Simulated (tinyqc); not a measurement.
Orbital energy against energy difference: ionisation energy by orbital energies and by energy differences in the cc-pvdz basis, for H6, spin multiplicity 1. Computed by the program tinyqc with PySCF. The cation is unrestricted; errors are against CCSD(T) in this basis, not against experiment.

Geometry (angstrom):
```
atom       x       y       z
H     0.0000  0.0000  0.0000
H     0.0000  0.0000  0.7200
H     0.0000  0.0000  1.6480
H     0.0000  0.0000  2.3680
H     0.0000  0.0000  3.2960
H     0.0000  0.0000  4.0160
```

CCSD(T) difference in the same basis = 11.4222 eV

IP-EOM-CCSD = 11.4693 eV

First vertical ionisation energy (eV):
```
method     -e(HOMO)  E(cation) - E  error of -e(HOMO)  error of the difference
HF           11.672       10.74083              0.249                   -0.681
LDA           6.846       10.90444             -4.576                   -0.518
PBE           6.949       11.00070             -4.473                   -0.421
B3LYP         8.130       11.27358             -3.292                   -0.149
PBE0          8.274       11.18040             -3.148                   -0.242
CAM-B3LYP     9.653       11.28785             -1.769                   -0.134
LC-wPBE      10.947       11.34274             -0.475                   -0.079
```

What does the comparison show, and why?

Koopmans errs by +0.25 eV and Delta-HF by -0.68 eV: relaxation, 0.93 eV, lowers the value and the missing correlation difference works against it. The PBE level is off by -4.5 eV through the wrong tail of its potential, though its energy difference is off by -0.42 eV; exact exchange deepens the level, and among the orbital energies HF comes closest; among the differences LC-wPBE does.
